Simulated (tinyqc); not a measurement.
# Which input was changed?

Model: self-heating of a transistor with one or more fingers, with temperature-dependent conductivity. Computed by tinyqc, a small Python program. Command: `OMP_NUM_THREADS=1 python tinyqc.py 3030008 3030009 out.jsonl selfheat which`. One thread of a shared host (Intel(R) Xeon(R) Processor @ 2.30GHz), about 0.4 s of CPU time with the checks.

N long parallel fingers lie on the top face of a slab whose bottom is held at T_0; the top is otherwise insulated, and heat flows in two dimensions. P in W/mm is 1000 P in W/m.

Inputs (values chosen for the exercise, modelled on gallium oxide):
```
quantity,value,unit
conductivity at the base temperature kappa_0,21.5,W/(m K)
exponent m in kappa ~ T^-m,1.21,-
base temperature T_0,298,K
power per gate width P,0.61,W/mm
fingers N,4,-
finger pitch s,43,micrometre
width of the heat source w,0.12,micrometre
substrate thickness t,61,micrometre
phonon free path Lambda,20,nm
```

Power: fixed power.

Method:
- A line source of power P on the top face raises the top at distance x by (P/(pi kappa_0)) g(x), g(x) = -ln tanh(pi x/(4 t)) (the image sum for the slab). On a strip of width w the centre sees the mean of g over the strip, g_0 = 1 + ln(8 t/(pi w)) for w much below t.
- theta_i = (P/(pi kappa_0)) [g_0 + sum over j != i of g(|i - j| s)], with equal powers and constant conductivity; thermal resistance = largest theta/P.
- Kirchhoff transformation for kappa = kappa_0 (T/T_0)^-m: T = T_0 [1 - (m - 1) theta/T_0]^(-1/(m - 1)), where theta is the linear rise.
- The bracket vanishes at the power P T_0/((m - 1) theta).
- Near a source smaller than the free path, Fourier's law overstates the flow. Rough estimate: a strip that emits phonons into a half space adds a resistance times area of 4 Lambda/(3 kappa_0), from the ballistic flux C v Delta T/4 with kappa_0 = C v Lambda/3, so Delta T_b = 4 Lambda P/(3 kappa_0 w); Knudsen number Lambda/w.

Problem. One of these inputs alone was changed, within the range given: conductivity at the base temperature kappa_0 (10.75 to 43); power per gate width P (0.305 to 1.22); width of the heat source w (0.06 to 0.24); substrate thickness t (30.5 to 122). Which one, and to what value?

Results:
```
run,true rise (K),true rise / linear rise,ballistic rise Delta T_b (K)
before,106.4039,1.207351,6.304910
after,120.4842,1.233694,6.304910
```

Solution.

Each candidate set to reproduce true rise, and what it then gives:
```
candidate,range searched,value needed,true rise / linear rise,ballistic rise Delta T_b (K)
conductivity at the base temperature kappa_0 (W/(m K)),10.75 to 43,19.40,1.2337,6.9868
power per gate width P (W/mm),0.305 to 1.22,0.6760,1.2337,6.9868
width of the heat source w (micrometre),0.06 to 0.24,out of reach,-,-
substrate thickness t (micrometre),30.5 to 122,83.90,1.2337,6.3049
```

Only substrate thickness t fits every result: it went from 61 to 83.9 micrometre. The next best candidate, power per gate width P, misses one result by 11 %.
